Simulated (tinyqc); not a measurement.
Six-band Luttinger-Kohn model with strain: sweeps and comparisons. A value that a table varies takes the place of the one given here.

Six-band Luttinger-Kohn model in the basis |3/2,3/2>, |3/2,1/2>, |3/2,-1/2>, |3/2,-3/2>, |1/2,1/2>, |1/2,-1/2>, electron energies, zero at the top of the unstrained valence band. H = -[rows: (P+Q, -S, R, 0, -S/r2, r2 R); (-S*, P-Q, 0, R, -r2 Q, r32 S); (R*, 0, P-Q, S, r32 S*, r2 Q); (0, R*, S*, P+Q, -r2 R*, -S*/r2); (-S*/r2, -r2 Q, r32 S, -r2 R, P+Dso, 0); (r2 R*, r32 S*, r2 Q, -S/r2, 0, P+Dso)], r2 = sqrt(2), r32 = sqrt(3/2). Levels are twofold.

P = c g1 k^2 - av tr(e); Q = c g2 (kx^2 + ky^2 - 2 kz^2) - (b/2)(exx + eyy - 2 ezz); R = c sqrt3 [-g2 (kx^2 - ky^2) + 2i g3 kx ky] + (sqrt3/2) b (exx - eyy) - i d exy; S = 2 c sqrt3 g3 (kx - i ky) kz - d (exz - i eyz); c = hbar^2/2m0, e the strain tensor (not engineering shear).

s11 = (C11 + C12)/((C11 - C12)(C11 + 2 C12)), s12 = -C12/((C11 - C12)(C11 + 2 C12)), s44 = 1/C44; exx = s11 sxx + s12 (syy + szz) and cyclic, exy = s44 sxy/2; tension is positive. A uniaxial stress X along the unit vector n is s_ij = X n_i n_j.

Constants: hbar^2/2m0 = 3.80998211 eV angstrom^2.

Inputs chosen for the exercise (near those of GaP; the results hold for these values, not for the real material):
- Dso = 0.08 eV (spin-orbit splitting)
- g1 = 4.04 (Luttinger gamma1)
- g2 = 0.49 (gamma2)
- g3 = 1.25 (gamma3)
- av = 1.7 eV (valence hydrostatic potential)
- b = -1.61 eV (tetragonal shear potential)
- d = -4.58 eV (trigonal shear potential)
- C11 = 141.3 GPa
- C12 = 62.3 GPa
- C44 = 70.4 GPa
- load = uniaxial [100] (kind of stress)
- X1 = 0.8 GPa (size of the stress)
- E_h = 60 meV (hole energy below the top)
- X = -1.43 GPa (stress)

## Sweep of a uniaxial [100] stress

Edges at k = 0 and curvature masses of the top pair along [110] and [001] (step 0.0002 1/angstrom); at zero stress the top is fourfold and has no single curvature.

Edges and masses:

| X (GPa) | top (eV) | second (eV) | third (eV) | splitting (meV) | m [110] | m [001] |
|---|---|---|---|---|---|---|
| -2.10 | 0.0542 | -0.0562 | -0.1182 | 110.4 | 0.223 | 0.319 |
| -1.40 | 0.0329 | -0.0375 | -0.1023 | 70.4 | 0.224 | 0.314 |
| -0.70 | 0.0139 | -0.0187 | -0.0886 | 32.7 | 0.227 | 0.303 |
| 0.00 | 0.0000 | 0.0000 | -0.0800 | 0.0 | - | - |
| 0.70 | 0.0187 | -0.0041 | -0.0812 | 22.8 | 0.264 | 0.221 |
| 1.40 | 0.0375 | 0.0025 | -0.0932 | 34.9 | 0.264 | 0.221 |
| 2.10 | 0.0562 | 0.0153 | -0.1113 | 40.9 | 0.264 | 0.221 |

What does this show, and why?

The splitting reaches 110.4 meV under compression and 40.9 meV under the same tension; linear shear terms alone would make the two equal, and the difference comes from the coupling to the split-off band. At the ends of the sweep the top pair has a mass along [110] of 0.223 under compression and 0.264 under tension, so compression gives the lighter holes along [110]; along [001] it has 0.319 and 0.221. The top edge itself moves by +54 and +56 meV. The ends of the sweep mean strains up to 2.0 %, beyond the range of linear deformation potentials.

## Which stress helps holes along [110]

Each load has size X1 (biaxial: sxx = syy); masses are curvatures of the top pair at k = 0.

Results:

| load | splitting (meV) | top edge (meV) | m [110] | m [001] |
|---|---|---|---|---|
| uniaxial [110], compression | 35.4 | 14.9 | 0.137 | 0.306 |
| uniaxial [110], tension | 24.1 | 20.5 | 0.504 | 0.217 |
| uniaxial [100], compression | 37.8 | 16.4 | 0.226 | 0.305 |
| uniaxial [100], tension | 25.1 | 21.4 | 0.264 | 0.221 |
| uniaxial [111], compression | 34.6 | 14.4 | 0.168 | 0.248 |
| uniaxial [111], tension | 23.7 | 20.1 | 0.358 | 0.248 |
| biaxial (001), compression | 25.1 | 6.1 | 0.221 | 0.327 |
| biaxial (001), tension | 37.8 | 31.8 | 0.305 | 0.180 |

What can be read from the table?

The lightest mass along [110] (0.137) comes with uniaxial [110], compression. The largest splitting (37.8 meV) comes with uniaxial [100], compression; biaxial (001), tension. The heaviest mass along [001] (0.327), which lowers the confinement energy in a (001) channel, comes with biaxial (001), compression. The splitting per GPa follows b (s11 - s12) for loads along cube axes and d s44 for [111]: here 2 |b| (s11 - s12) = 40.8 and |d| s44/sqrt3 = 37.6 meV per GPa in the limit of large Dso; where the splitting nears Dso, mixing with the split-off band makes it depend on the sign of the load.

## Warping of the constant-energy contours (six-band Luttinger-Kohn model)

No strain (e = 0). In the plane kz = 0, |k| where the top and second pairs lie E_h below the top, against the angle from [100]; m = c k^2/E_h.

Contours:

| angle (degrees) | k top (1/angstrom) | k second (1/angstrom) | m top (m0) | m second (m0) |
|---|---|---|---|---|
| 0 | 0.0717 | 0.0580 | 0.327 | 0.214 |
| 9 | 0.0741 | 0.0577 | 0.348 | 0.211 |
| 18 | 0.0810 | 0.0571 | 0.417 | 0.207 |
| 27 | 0.0928 | 0.0566 | 0.547 | 0.203 |
| 36 | 0.1079 | 0.0563 | 0.740 | 0.201 |
| 45 | 0.1163 | 0.0562 | 0.859 | 0.200 |

What can be read from the table?

The heavy contour reaches 1.621 times as far along [110] as along [100], the light one 0.968 times. The warping follows g3 - g2 = 0.76 and would vanish for g2 = g3. Along [100] the heavy mass is 1/(g1 - 2 g2) = 0.327 at any energy, while the light one is 0.2138, against 1/(g1 + 2 g2) = 0.1992 at the edge, for E_h/Dso = 0.75.

## What each parameter does

Edges at k = 0 under a uniaxial [100] stress X and the curvature mass of the top pair along [110] (step 0.0002 1/angstrom). Each row changes one parameter from the base and keeps the others.

Results:

| case | top (eV) | second (eV) | third (eV) | mass (m0) |
|---|---|---|---|---|
| base | 0.0338 | -0.0383 | -0.1030 | 0.224 |
| b = -1.932 eV | 0.0442 | -0.0441 | -0.1075 | 0.223 |
| g1 = 4.848 | 0.0338 | -0.0383 | -0.1030 | 0.189 |
| C44 = 84.48 GPa | 0.0338 | -0.0383 | -0.1030 | 0.224 |
| C11 = 169.56 GPa | 0.0216 | -0.0297 | -0.0967 | 0.225 |
| C12 = 74.76 GPa | 0.0443 | -0.0430 | -0.1064 | 0.223 |
| g2 = 0.588 | 0.0338 | -0.0383 | -0.1030 | 0.220 |
| d = -5.496 eV | 0.0338 | -0.0383 | -0.1030 | 0.224 |

What does this show?

The largest shifts from the base row, up to three for each result and ties (the steps differ in size, so this ranks the rows, not the parameters). top (eV): C11 -0.0122, C12 +0.0105, b +0.0104; unchanged at the printed digits by g1, C44, g2 and d. second (eV): C11 +0.0086, b -0.0058, C12 -0.0047; unchanged at the printed digits by g1, C44, g2 and d. third (eV): C11 +0.0063, b -0.0045, C12 -0.0035; unchanged at the printed digits by g1, C44, g2 and d. mass (m0): g1 -0.034, g2 -0.004, C11 +0.001, b -0.001, C12 -0.001; unchanged at the printed digits by C44 and d. The Luttinger parameters multiply k^2 and cannot move the edges; av shifts all edges alike and leaves the mass.

(tinyqc, `OMP_NUM_THREADS=1 python tinyqc.py 1051142 1051143 out.jsonl`, Intel(R) Xeon(R) Processor @ 2.30GHz, 1 thread, shared host, about 0.07 s.)
